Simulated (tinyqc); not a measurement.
# Single-oscillator infrared dielectric function of a polar cubic crystal, step by step

A worked calculation. Computed by tinyqc, a small Python program that keeps every step. Command: `OMP_NUM_THREADS=1 python tinyqc.py 3016298 3016299 out.jsonl infrared walk`. One thread of a shared host (Intel(R) Xeon(R) Processor @ 2.30GHz), about 0.01 s of CPU time with the checks. Intermediate numbers are printed to about 5 digits and carried at full precision; extremes and crossings named in words are read from the listed rows.

One ion pair, charges +Z* and -Z*, in a cell of volume Omega = a^3/4. Frequencies omega are given as wavenumbers (1/cm); eps_s is the static dielectric constant.

Inputs (values chosen for the exercise, modelled on cadmium telluride):
```
quantity                          value      unit
lattice constant a                 6.48  angstrom
mass M_A                         112.41         u
mass M_B                          127.6         u
omega_TO                            140      1/cm
Born charge Z*                     2.28         e
eps_inf                            7.04         -
phonon damping gamma                6.1      1/cm
probe frequency / omega_TO         1.33         -
eps_m of the surrounding medium       1         -
```

Structure: zinc blende. Free carriers: absent.

Constants: nu for 1 eV/(angstrom^2 u) = 15.6333042 THz; 1 THz = 33.35640952 1/cm; e^2/(4 pi eps_0) = 14.39964548 eV angstrom.

## LO frequency and static constant from the Born charge

mu = M_A M_B/(M_A + M_B); ionic plasma term W^2 = 4 pi Z*^2 (e^2/(4 pi eps_0))/(Omega mu) in eV/(angstrom^2 u), turned into 1/cm by W = 15.6333042 x 33.35640952 x sqrt(W^2); omega_LO^2 = omega_TO^2 + W^2/eps_inf; eps_s = eps_inf + W^2/omega_TO^2; Szigeti charge 3 Z*/(eps_inf + 2); longitudinal (Callen) charge Z*/eps_inf.

reduced mass mu = 59.762 u

W = 250.84 1/cm

omega_LO = 168.93 1/cm

eps_s = 10.250

Szigeti charge = 0.75664 e

Callen charge = 0.32386 e

omega_LO/omega_TO = 1.207; the ions supply 31 % of eps_s.

## Optical constants at the probe frequency

eps(omega) = eps_inf + W^2/(omega_TO^2 - omega^2 - i gamma omega); n + i k = sqrt(eps) with k >= 0; R = |(n + i k - 1)/(n + i k + 1)|^2 at normal incidence from vacuum. omega is the probe ratio times omega_TO. Intensity decays over 1/(4 pi omega k); the loss function is Im(-1/eps).

omega = 186.2 1/cm

Re eps = 2.8884

Im eps = 0.31289

n = 1.7020

k = 0.091919

reflectivity R = 0.068580

penetration depth of the intensity = 46.495 micrometre

loss function = 0.037069

Re eps is positive and k is small against n: the wave propagates.

## Spectrum around the optical phonon

The loss function is Im(-1/eps).

Spectrum:
```
omega (1/cm)   Re eps     Im eps         R  Im(-1/eps)
70             11.317    0.12423   0.29347  9.6991e-04
119            18.406     1.5169   0.38782   0.0044474
136            43.466     27.372   0.58354    0.010374
140              7.04     73.679   0.70980    0.013450
147           -19.077     11.657   0.80237    0.023323
154           -7.4902     3.3163   0.77172    0.049422
163           -1.8087     1.2625   0.56497     0.25950
169           0.10999    0.79725   0.14321      1.2309
172           0.80659    0.65506  0.029743     0.60671
179            2.0211    0.44049  0.035184     0.10295
194            3.5663    0.22792  0.095148    0.017848
253            5.6248   0.049180   0.16552   0.0015543
422            6.6431  0.0064470   0.19443  1.4609e-04
```

R peaks among these rows at 147 per cm with 0.80 and is lowest, 0.030, at 172; far above omega_LO it tends to ((sqrt(eps_inf) - 1)/(sqrt(eps_inf) + 1))^2 = 0.205. Im eps is largest at 140 and the loss function at 169: absorption marks the TO mode and the loss function the LO mode. Re eps is negative in some rows, where R averages 0.71.

## Surface and particle modes

Without damping, eps(omega) = -x eps_m gives omega^2 = omega_TO^2 (eps_s + x eps_m)/(eps_inf + x eps_m): x = 1 for a flat surface at large wave vector, x = 2 for the dipole mode of a small sphere. The reflectivity R for light from vacuum (not from the medium eps_m) vanishes where eps = 1, omega^2 = omega_TO^2 (eps_s - 1)/(eps_inf - 1).

surface mode = 165.61 1/cm

sphere mode = 162.97 1/cm

zero of R = 173.26 1/cm

Both modes lie between omega_TO and omega_LO, at 89 % and 79 % of the way up.

## Phonon polaritons

Transverse waves without damping obey Q^2 = omega^2 eps(omega), Q = wave vector/(2 pi) in 1/cm: eps_inf omega^4 - (eps_inf omega_LO^2 + Q^2) omega^2 + Q^2 omega_TO^2 = 0.

Branches (1/cm):
```
Q     lower branch  upper branch  Q/sqrt(eps_s)  Q/sqrt(eps_inf)
45           14.03         169.2           14.1             17.0
130          40.05         171.3           40.6             49.0
270          78.80         180.8           84.3            101.8
450         112.32         211.4          140.6            169.6
670         128.39         275.4          209.3            252.5
1100        136.09         426.5          343.6            414.6
2200        139.07         834.7          687.2            829.2
4500        139.78        1698.7         1405.5           1696.0
```

The lower branch starts as light slowed by sqrt(eps_s) (0.998 of that line) and ends at 0.998 omega_TO; the upper starts at 1.002 omega_LO and ends at 1.002 of the light line with eps_inf. No branch lies between omega_TO and omega_LO.

Checks made by the program: Lyddane-Sachs-Teller relation eps_s/eps_inf = (omega_LO/omega_TO)^2 (relative difference below 1e-10).
